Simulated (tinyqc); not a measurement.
What each parameter does: strained quantum well: band edges, subbands and transparency.

Growth on (001), barriers unstrained: tr(e) = e (2 - nu2), Z = b e (1 + nu2); Ec = Ev + Eg + ac tr(e), E_HH = Ev + av tr(e) + Z, E_LH = Ev + av tr(e) - Z (coupling to the split-off band left out).

Masses along z: me, 1/(g1 - 2 g2) for HH, 1/(g1 + 2 g2) for LH, likewise in the barrier; in the plane me, 1/(g1 + g2) for HH and 1/(g1 - g2) for LH (no mixing, which understates the hole masses away from k = 0). Level n solves k L + 2 atan[(k/m)/(kappa/mb)] = n pi, k = sqrt(m E/c), kappa = sqrt(mb (V - E)/c), c = hbar^2/2m0.

Transparency (Bernard-Duraffourg): Fc - Fv equals the lowest transition energy with n = p, n = sum m/(2 pi c) kB T ln(1 + exp((Fc - E)/kB T)) and p likewise over the listed subbands; c = hbar^2/2m0, 1/angstrom^2 = 1e16/cm^2.

Constants: hbar^2/2m0 = 3.80998211 eV angstrom^2; kB = 8.617333262e-05 eV/K; hc = 1239.841984 eV nm.

Parameters, chosen for this exercise (near those of an InGaAs/InP well; shifted at random, so the results belong to these values and not to a real crystal):
- e = 0.0067 (strain in the plane)
- nu2 = 0.983 (2 C12/C11)
- Eg = 0.825 eV (unstrained gap of the well)
- Ev = -0.614 eV (its valence edge)
- ac = -6.25 eV
- av = 1.09 eV (Ev moves by av tr(e))
- b = -1.91 eV (shear potential)
- Egb = 1.35 eV (gap of the barrier)
- Evb = -0.94 eV (its valence edge)
- L = 60 angstrom (well width)
- me = 0.0467 m0 (electron mass)
- g1 = 12.71 (gamma1)
- g2 = 4.89 (gamma2)
- meb = 0.08 m0
- g1b = 5.08
- g2b = 1.6
- T = 350 K (temperature)

Edge wavelength, hh1 - lh1 and n_tr.

Results for these values:
```
case  wavelength (nm)  hh1 - lh1 (meV)  n_tr (1e12/cm^2)
base           1393.8              2.7             0.759
```

What happens to each result for L = 70 angstrom, all else kept?

Answer: wavelength rises from 1393.8 to 1427.5; hh1 - lh1 falls from 2.7 to -5.3; n_tr rises from 0.759 to 0.768.

The same for each parameter in turn:
```
case             wavelength (nm)  hh1 - lh1 (meV)  n_tr (1e12/cm^2)
base                      1393.8              2.7             0.759
L = 70 angstrom           1427.5             -5.3             0.768
e = 0.0047                1384.8             17.0             0.689
Eg = 0.805 eV             1421.8              2.7             0.758
b = -2.2 eV               1395.0             -4.6             0.761
ac = -5.62 eV             1387.9              2.7             0.759
me = 0.0514 m0            1396.4              2.7             0.804
g1 = 13.47                1389.4              0.5             0.744
T = 390 K                 1393.8              2.7             0.854
```

tinyqc: `OMP_NUM_THREADS=1 python tinyqc.py 1250219 1250220 out.jsonl`; about 0.02 s, one thread, shared Intel(R) Xeon(R) Processor @ 2.30GHz.
